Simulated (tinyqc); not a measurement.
Exchange-only LDA atom on a uniform radial grid, spin-unpolarised, for O, step by step. Computed by tinyqc, a small Python program that keeps every step. Settings: Z = 8, points = 128, R = 9.8, functional = Slater exchange alone, mixing = 0.6, iteration cap = 61. Command: `OMP_NUM_THREADS=1 python tinyqc.py 26295 26296 out.jsonl` (the two numbers bound the seeds that draw the settings). One thread of a shared host (Intel(R) Xeon(R) Processor @ 2.60GHz), about 0.1 s of CPU time with the checks. Later iterations appear only in the table of the cycle.

## Iteration 1

Spherical atom on a uniform radial grid r_j = j h with h = R/(N + 1), h sum u^2 = 1 and integrals as h times sums, u(0) = u(R) = 0 (atomic units):
```
parameter           value
Z                       8
points N              128
R                9.800000
h                0.075969
mixing           0.600000
electrons in 1s         2
electrons in 2s         2
electrons in 2p         4
```

Three-point differences turn -u''/2 + [l(l+1)/2r^2 - Z/r + V] u = e u into a tridiagonal matrix (diagonal 1/h^2 + potential, off-diagonal -1/2h^2). D = sum f u^2; the Hartree potential y/r solves y'' = -D/r with y(0) = 0, y(R) = N_e; v_xc comes from rho = D/(4 pi r^2); E = sum f e - int D V + int D (V_H/2 + eps_xc); V(new) = V + mixing (V_H + v_xc - V).

eigenvalues (hartree): 1s -29.4904, 2s -7.8234, 2p -8.0651

Every 8th grid point:
```
r         V in     u(1s)      u(2s)     u(2p)         D      V_H       v_xc
0.6078  0.0000    0.2546    -1.2017    1.1971    8.7500  11.7541    -1.2165
1.2155  0.0000    0.0051    -0.6035    0.4119    1.4070   6.5528    -0.4167
1.8233  0.0000  7.66e-05    -0.1351    0.0804    0.0624   4.3873    -0.1126
2.4310  0.0000  1.02e-06    -0.0228    0.0125    0.0017   3.2908    -0.0277
3.0388  0.0000  1.28e-08    -0.0033    0.0017  3.37e-05   2.6327    -0.0065
3.6465  0.0000  1.54e-10  -4.44e-04  2.14e-04  5.77e-07   2.1939    -0.0015
4.2543  0.0000         0  -5.57e-05  2.55e-05  8.79e-09   1.8805  -3.33e-04
4.8620  0.0000         0  -6.68e-06  2.91e-06  1.23e-10   1.6454  -7.34e-05
5.4698  0.0000         0  -7.76e-07  3.23e-07         0   1.4626  -1.60e-05
6.0775  0.0000         0  -8.78e-08  3.49e-08         0   1.3163     0.0000
6.6853  0.0000         0  -9.72e-09  3.70e-09         0   1.1967     0.0000
7.2930  0.0000         0  -1.06e-09  3.86e-10         0   1.0969     0.0000
7.9008  0.0000         0  -1.14e-10  3.98e-11         0   1.0126     0.0000
8.5085  0.0000         0  -1.20e-11         0         0   0.9402     0.0000
9.1163  0.0000         0          0         0         0   0.8776     0.0000
9.7240  0.0000         0          0         0         0   0.8227     0.0000
```

total energy = -60.399793 hartree

## Iteration 2

As before.

eigenvalues (hartree): 1s -18.8855, 2s -2.4876, 2p -2.0610

Every 8th grid point:
```
r         V in     u(1s)      u(2s)     u(2p)         D     V_H       v_xc
0.6078  6.3226    0.3273    -0.8457    0.9429    5.2009  9.9575    -1.0228
1.2155  3.6816    0.0119    -0.8566    0.7626    3.7941  6.2864    -0.5800
1.8233  2.5648  3.64e-04    -0.4281    0.4011    1.0101  4.3600    -0.2848
2.4310  1.9578  1.04e-05    -0.1717    0.1779    0.1855  3.2882    -0.1336
3.0388  1.5757  2.87e-07    -0.0619    0.0720    0.0284  2.6324    -0.0616
3.6465  1.3154  7.76e-09    -0.0209    0.0275    0.0039  2.1939    -0.0282
4.2543  1.1281  2.07e-10    -0.0068    0.0101    0.0005  1.8805    -0.0128
4.8620  0.9872         0    -0.0021    0.0036  6.10e-05  1.6454    -0.0058
5.4698  0.8775         0    -0.0007    0.0013  7.17e-06  1.4626    -0.0026
6.0775  0.7898         0  -1.96e-04  4.30e-04  8.17e-07  1.3163    -0.0012
6.6853  0.7180         0  -5.81e-05  1.45e-04  9.09e-08  1.1967    -0.0005
7.2930  0.6582         0  -1.70e-05  4.83e-05  9.91e-09  1.0969  -2.42e-04
7.9008  0.6075         0  -4.93e-06  1.59e-05  1.06e-09  1.0126  -1.09e-04
8.5085  0.5641         0  -1.41e-06  5.16e-06  1.10e-10  0.9402  -4.88e-05
9.1163  0.5265         0  -3.81e-07  1.55e-06         0  0.8776  -2.09e-05
9.7240  0.4936         0  -3.10e-08  1.34e-07         0  0.8227     0.0000
```

total energy = -68.497613 hartree

## Convergence

Stop when input and output potentials agree to 1e-7.

Course of the cycle (hartree):
```
iteration           E     e(1s)    e(2s)    e(2p)  largest |V(out) - V(in)|
1          -60.399793  -29.4904  -7.8234  -8.0651                  2.10e+01
2          -68.497613  -18.8855  -2.4876  -2.0610                  4.10e+00
3          -68.961822  -16.7888  -1.1876  -0.7368                  5.29e-01
4          -68.971725  -16.6243  -0.9132  -0.4765                  2.15e-01
5          -68.973202  -16.5215  -0.7978  -0.3659                  7.43e-02
6          -68.973410  -16.4918  -0.7591  -0.3291                  3.32e-02
7          -68.973438  -16.4760  -0.7433  -0.3139                  1.09e-02
8          -68.973442  -16.4710  -0.7379  -0.3087                  5.18e-03
9          -68.973443  -16.4685  -0.7356  -0.3066                  1.72e-03
10         -68.973443  -16.4677  -0.7349  -0.3059                  7.85e-04
11         -68.973443  -16.4673  -0.7346  -0.3056                  2.62e-04
12         -68.973443  -16.4671  -0.7344  -0.3055                  1.16e-04
13         -68.973443  -16.4671  -0.7344  -0.3054                  3.89e-05
14         -68.973443  -16.4671  -0.7344  -0.3054                  1.69e-05
15         -68.973443  -16.4671  -0.7344  -0.3054                  5.69e-06
16         -68.973443  -16.4670  -0.7344  -0.3054                  2.47e-06
17         -68.973443  -16.4670  -0.7344  -0.3054                  8.54e-07
18         -68.973443  -16.4670  -0.7344  -0.3054                  3.66e-07
19         -68.973443  -16.4670  -0.7344  -0.3054                  1.27e-07
20         -68.973443  -16.4670  -0.7344  -0.3054                  5.37e-08
```

Converged in 20 iterations. A uniform grid resolves the cusp poorly: for a bare nucleus this grid gives 1s at -29.49040 against -Z^2/2 = -32 hartree. Before convergence this energy mixes input and output and is not variational, so it may rise towards its limit.
